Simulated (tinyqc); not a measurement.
What moves the carrier density: donors with valley-orbit split 1s states.

Each donor binds at most one electron, in any of its states. For a site s, W_s = sum over its states of g exp(E/kT), and the ionised share is 1/(1 + W_s exp(eta)), eta = (EF - Ec)/kT; n = Nc F_1/2(eta); neutrality n + NA = ND x (mean ionised share); holes are neglected. Nc from N = 2 (m kB T/(4 pi c))^(3/2) with c = hbar^2/2m0, in 1/angstrom^3; times 1e24 for 1/cm^3, m = md. F_j(eta) = (1/Gamma(j + 1)) integral_0^infinity x^j dx/(1 + exp(x - eta)), which tends to exp(eta) for eta << 0.

Mobility (Caughey-Thomas form): mu = mu0 + (mu1 (T/300)^(-ga) - mu0)/(1 + ((ND + NA)/Nr)^de); rho = 1/(e n mu), e = 1.602176634e-19 C.

Constants: hbar^2/2m0 = 3.80998211 eV angstrom^2; kB = 8.617333262e-05 eV/K.

Parameters, chosen for this exercise (near those of As in Si; the results hold for these values, not for the real material):
- md = 1.075 m0 (density-of-states mass of the conduction band)
- E = (53.6, 31.9, 32) meV (binding energies of 1s(A1), 1s(T2), 1s(E))
- g = (2, 6, 4) (their degeneracies with spin)
- ND = 4.3e+15 1/cm^3 (donors)
- NA = 8.4e+14 1/cm^3 (compensating acceptors, all ionised)
- T = 400 K
- mu0 = 68 cm^2/(V s) (mobility at heavy doping)
- mu1 = 1441 cm^2/(V s) (mobility at light doping and 300 K)
- Nr = 9.8e+16 1/cm^3 (reference doping)
- de = 0.72 (doping exponent)
- ga = 2.3 (temperature exponent)

All results formed anew.

One parameter was then changed.

Results before and after:
```
case        eta  n (1/cm^3)  rho (ohm cm)
base     -9.433   3.448e+15         2.696
changed  -9.540   3.450e+15         3.176
```

Which of these changes was made? (a) E = (58.6, 31.9, 32) meV; (b) NA = 1.27e+15 1/cm^3; (c) ND = 8.6e+15 1/cm^3; (d) Nr = 1.96e+17 1/cm^3; (e) T = 430 K; (f) md = 1.183 m0.

Answer: (e) T = 430 K. Of the candidates, run in turn, only this one gives the changed row.

All candidates:
```
case                         eta  n (1/cm^3)  rho (ohm cm)
base                      -9.433   3.448e+15         2.696
E = (58.6, 31.9, 32) meV  -9.433   3.448e+15         2.697
md = 1.183 m0             -9.576   3.450e+15         2.695
ND = 8.6e+15 1/cm^3       -8.628   7.707e+15         1.270
NA = 1.27e+15 1/cm^3      -9.565   3.020e+15         3.097
T = 430 K                 -9.540   3.450e+15         3.176
Nr = 1.96e+17 1/cm^3      -9.433   3.448e+15         2.594
```

Computed by tinyqc, a small Python program: `OMP_NUM_THREADS=1 python tinyqc.py 1682708 1682709 out.jsonl` (the numbers bound the seed that draws the inputs); one thread of a shared host (Intel(R) Xeon(R) Processor @ 2.30GHz), about 0.01 s for the whole set of steps.
